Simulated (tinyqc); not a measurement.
## Mobility, diffusion coefficient and lifetime from two collectors

Inverse problem. For an injected sheet in a field F the peak time tp at distance L obeys u^2 tp^2 + 2 D tp = L^2 with u^2 = v^2 + 4 D/tau, and the pulse area goes as exp(L (v - u)/(2 D)); v = mu F. Find u, D, mu and tau without using the Einstein relation.

Inputs (values chosen for the exercise): sweep field along the drift F = 27 V/cm.

distances (um): 140  270
peak times (us): 0.0625014654  0.124159598
ratio of the areas, far over near = 0.469781951

Solution. The two peak times give two linear equations for u^2 and D; the area ratio gives v - u, and u^2 - v^2 = 4 D/tau gives tau.

u = 2.106e5 cm/s
D = 181.5 cm^2/s
mu = 7020 cm^2/(V s)
tau = 8.600e-8 s

Program tinyqc, `OMP_NUM_THREADS=1 python tinyqc.py 2310033 2310034 out.jsonl`; Intel Xeon 2.30GHz, shared host, one thread, about 0.01 s.
